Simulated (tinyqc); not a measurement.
A spin-degenerate level with charging energy between two leads, rate equations: two steps of the calculation.

States 0, up, down and 2 with energies 0, e1 - Ez/2, e1 + Ez/2 and 2 e1 + U. mu_L = +V/2, mu_R = -V/2 (meV), f(x) = 1/(1 + exp(x/kB T)). A transition that adds one electron of given spin at the energy E has the rate G f(E - mu) from each lead, and its reverse G [1 - f(E - mu)]. I counts electrons leaving the left lead, times q.

Parameters, values chosen for the exercise: charging energy of the second electron U = 4.9 meV; level e1 = 1.49 meV; tunnel rate to the left lead GL = 1.2 1/ns; tunnel rate to the right lead GR = 1.4 1/ns; temperature T = 1.1 K; bias V = 2.9 mV; Zeeman splitting Ez = 1.1 meV.

Constants: q = 1.602176634e-19 C, kB = 1.380649e-23 J/K, Vt = kB T/q. Results are converted to the units shown.

Task 1. Transition energies and Fermi factors. Transition energies: 0-up e1 - Ez/2, 0-down e1 + Ez/2, up-2 e1 + U + Ez/2, down-2 e1 + U - Ez/2.

Wanted: E; fL; fR.

Result 1.

```
transition  E (meV)      fL  fR (1e-11)
0-up          0.940  0.9954       1.122
0-down        2.040  0.0020       0.000
up-2          6.940  0.0000       0.000
down-2        5.840  0.0000       0.000
```

Task 2. Steady state and current. Steady state: W p = 0 with sum p = 1. I = q GL sum over transitions i-j of [fL p_i - (1 - fL) p_j].

W (1/ns):
```
               0          up        down           2
0     -1.1968698   1.4055025   2.5976277   0.0000000
up     1.1944975  -1.4055025   0.0000000   2.6000000
down   0.0023723   0.0000000  -2.5976277   2.6000000
2      0.0000000   0.0000000   0.0000000  -5.2000000
```

fL, transition 0-up to down-2: 0.99541458  0.00197691  0.00000000  0.00000000

Wanted: p; mean number of electrons; I.

Result 2.

p: 0 0.54031, up 0.45920, down 0.00049, 2 0.00000
mean number of electrons = 0.45969
I = 103.11 pA

In units of q GL GR/(GL + GR) = 104 pA the current is 0.996; two independent spin channels fully inside the bias window would give 2.

Range of the model: Rate equations need hbar G well below kB T; cotunnelling and the Kondo effect are left out.

Program tinyqc, `OMP_NUM_THREADS=1 python tinyqc.py 2780044 2780045 out.jsonl`; Intel Xeon 2.30GHz, shared host, one thread, about 0.01 s.
